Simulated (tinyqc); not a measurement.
## Electron continuity equation in a given potential, Scharfetter-Gummel discretisation: three discretisations compared

Steady state in one dimension: J = q mu n E + q D dn/dx with E = -dpsi/dx and D = mu Vt, dJ/dx = 0, fixed densities nL and nR at the ends. The potential is given, psi = U x/L, and is not changed by the electrons.

11 equal intervals. Fluxes J_i = (q D/h)(n_(i+1) P_i - n_i Q_i), d_i = (psi_(i+1) - psi_i)/Vt: Scharfetter-Gummel P = B(d), Q = B(-d), B(d) = d/(exp(d) - 1); central P = 1 - d/2, Q = 1 + d/2; upwind P = 1 + max(-d, 0), Q = 1 + max(d, 0). Balance at each inner node: J_i - J_(i-1) = 0. The reference is Scharfetter-Gummel on 2200 intervals.

Parameters, values chosen for the exercise; mobility close to that of cadmium telluride at room temperature:

| symbol | value | unit | meaning |
|---|---|---|---|
| T | 400 | K | temperature |
| mu | 1020 | cm^2/(V s) | electron mobility |
| L | 2.7 | um | length of the region |
| nL | 3.3e13 | cm^-3 | density at x = 0 |
| nR | 6.6e14 | cm^-3 | density at x = L |
| U | -1.1 | V | potential difference psi(L) - psi(0) |

Constants: q = 1.602176634e-19 C, kB = 1.380649e-23 J/K, Vt = kB T/q. Results are converted to the units shown.

Densities (cm^-3):
```
node,Scharfetter-Gummel,central,upwind,reference
0,3.3000e13,3.3000e13,3.3000e13,3.3000e13
1,6.2554e14,7.7528e14,4.9928e14,6.2554e14
2,6.5811e14,6.3880e14,6.1880e14,6.5811e14
3,6.5990e14,6.6390e14,6.4944e14,6.5990e14
4,6.5999e14,6.5928e14,6.5729e14,6.5999e14
5,6.6000e14,6.6013e14,6.5931e14,6.6000e14
6,6.6000e14,6.5998e14,6.5982e14,6.6000e14
7,6.6000e14,6.6000e14,6.5995e14,6.6000e14
8,6.6000e14,6.6000e14,6.5999e14,6.6000e14
9,6.6000e14,6.6000e14,6.6000e14,6.6000e14
10,6.6000e14,6.6000e14,6.6000e14,6.6000e14
11,6.6000e14,6.6000e14,6.6000e14,6.6000e14
```

What does the comparison show, and why?

Largest errors as a share of the largest reference density listed: Scharfetter-Gummel under 1e-7 %, central 23 %, upwind 19 %. The largest |d| is 2.90. Central differences oscillate from node to node, since P or Q changes sign once |d| exceeds 2. Upwinding stays positive but acts as if D were larger by the factor 1 + |d|/2, up to 2.45 here.

Numbers from tinyqc (`OMP_NUM_THREADS=1 python tinyqc.py 2220014 2220015 out.jsonl`; about 0.01 s on one thread of a shared Intel Xeon 2.30GHz).
